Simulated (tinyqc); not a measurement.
Binding against mu: shallow acceptor in the spherical model (Baldereschi-Lipari), strong spin-orbit limit. Computed by tinyqc, a small Python program. Command: `OMP_NUM_THREADS=1 python tinyqc.py 3022472 3022473 out.jsonl acceptor walk`. One thread of a shared host (Intel(R) Xeon(R) Processor @ 2.30GHz), about 0.01 s of CPU time with the checks.

The 1S(3/2) state has an s envelope f(r) and a d envelope g(r). In effective units they obey -(f'' + 2f'/r + 2f/r) + mu (g'' + 5g'/r + 3g/r^2) = E f and -(g'' + 2g'/r - 6g/r^2 + 2g/r) + mu (f'' - f'/r) = E g. The cubic term, the split-off band and the central cell are left out.

Inputs (values chosen for the exercise, modelled on GaAs):
```
quantity                 value  unit
Luttinger gamma_1          7.1     -
Luttinger gamma_2         2.06     -
Luttinger gamma_3         2.89     -
dielectric constant eps   12.3     -
```

Constants: Ry = 13.605693123 eV; a_0 = 0.529177210903 angstrom.

Method:
- Ry* = Ry/(gamma_1 eps^2), a* = a_0 eps gamma_1, mu = (6 gamma_3 + 4 gamma_2)/(5 gamma_1), delta = (gamma_3 - gamma_2)/gamma_1; spherical masses 1/(gamma_1 (1 - mu)) (heavy) and 1/(gamma_1 (1 + mu)) (light).
- Basis: f_i = exp(-zeta_i r), g_i = r exp(-zeta_i r), weight r^2 dr, s = zeta_i + zeta_j. S_ff = 2/s^3, H_ff = zeta_i zeta_j S_ff - 2/s^2; S_gg = 24/s^5, H_gg = 8/s^3 + 24 zeta_i zeta_j/s^5 - 12/s^4; H(f_i, g_j) = mu (6 zeta_i^2/s^4 + 2 zeta_i/s^3); S_fg = 0. Each function is normalised by sqrt(S_ii).
- Large basis: zeta_i = 0.08 x 1.55^(i-1), i = 1..20 in each channel; overlap eigenvalues below 1e-11 are dropped.

mu = 0.720563

1S(3/2):
```
mu    binding (Ry*)  d weight  binding x (1 - mu)
0.10         1.0091   0.00424             0.90817
0.22         1.0457   0.02062             0.81563
0.43         1.2034   0.08041             0.68591
0.50         1.2985   0.10979             0.64927
0.72         1.9595   0.23710             0.54867
0.80         2.5802   0.29828             0.51604
0.90         4.7683   0.38818             0.47683
0.95         9.1447   0.44002             0.45723
```

The binding grows from 1.009 to 9.14 Ry*, slowly at first (second order in mu), while the d weight rises to 0.44. The last column, the binding in units of the heavy-hole Rydberg, falls to 0.457, towards about 0.44 as mu tends to 1.
